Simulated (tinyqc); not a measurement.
Changing the lattice temperature T: two-valley model of the transferred-electron effect. Computed by tinyqc, a small Python program. Command: `OMP_NUM_THREADS=1 python tinyqc.py 3024823 3024824 out.jsonl gunn sweep`. One thread of a shared host (Intel(R) Xeon(R) Processor @ 2.30GHz), about 0.02 s of CPU time with the checks.

Both kinds of valley share one electron temperature T_e, and each has a constant mobility.

Inputs (values chosen for the exercise, modelled on InP):

| quantity | value | unit |
|---|---|---|
| central-valley mass m1 | 0.08 | m_0 |
| satellite-valley mass m2 | 0.26 | m_0 |
| satellite valleys Z | 4 | - |
| valley separation dE | 0.51 | eV |
| central-valley mobility mu1 | 4900 | cm^2/(V s) |
| satellite-valley mobility mu2 | 130 | cm^2/(V s) |
| energy relaxation time tau_E | 0.6 | ps |

Solver: damped fixed point.

Constants: k_B = 8.617333262e-05 eV/K.

Method. Density-of-states ratio R = Z (m2/m1)^(3/2); n2/n1 = R exp(-dE/(k_B T_e)); mean mobility mu = (mu1 + mu2 n2/n1)/(1 + n2/n1); energy balance e mu F^2 = (3/2) k_B (T_e - T)/tau_E; v = mu F. Using T_e as the parameter, F(T_e) = sqrt(3 k_B (T_e - T)/(2 e mu tau_E)) and v = mu F; find the first maximum and the next minimum of v, and the most negative dv/dF between them.

One run for each value:

| lattice temperature T (K) | peak velocity (1e7 cm/s) | threshold field (kV/cm) | peak-to-valley ratio | most negative differential mobility (cm^2/(V s)) |
|---|---|---|---|---|
| 77 | 3.241 | 8.87 | 1.187 | -448.7 |
| 110 | 3.201 | 8.88 | 1.177 | -426.2 |
| 140 | 3.164 | 8.88 | 1.168 | -405.9 |
| 200 | 3.092 | 8.92 | 1.150 | -365.4 |
| 270 | 3.007 | 8.99 | 1.129 | -318.7 |
| 370 | 2.889 | 9.17 | 1.100 | -253.7 |
| 510 | 2.728 | 9.65 | 1.061 | -167.2 |
| 700 | 2.529 | 11.18 | 1.017 | -62.4 |

What does the table show, and why?

Over the rows, peak velocity (1e7 cm/s) falls from 3.24 to 2.53 (exponent d ln y / d ln x -0.035 between the first rows and -0.24 between the last); threshold field (kV/cm) rises from 8.87 to 11.2 (exponent d ln y / d ln x 9.0e-4 between the first rows and 0.46 between the last); peak-to-valley ratio falls from 1.19 to 1.02 (exponent d ln y / d ln x -0.023 between the first rows and -0.13 between the last). The mobilities are held fixed, so T acts only through T_e - T in the energy balance: a hotter lattice reaches the transfer temperature with less power, and v^2 = (3/2) mu k_B (T_e - T)/(e tau_E) is lower there.

Extremes, crossings and ranges named in words are read from the listed rows.
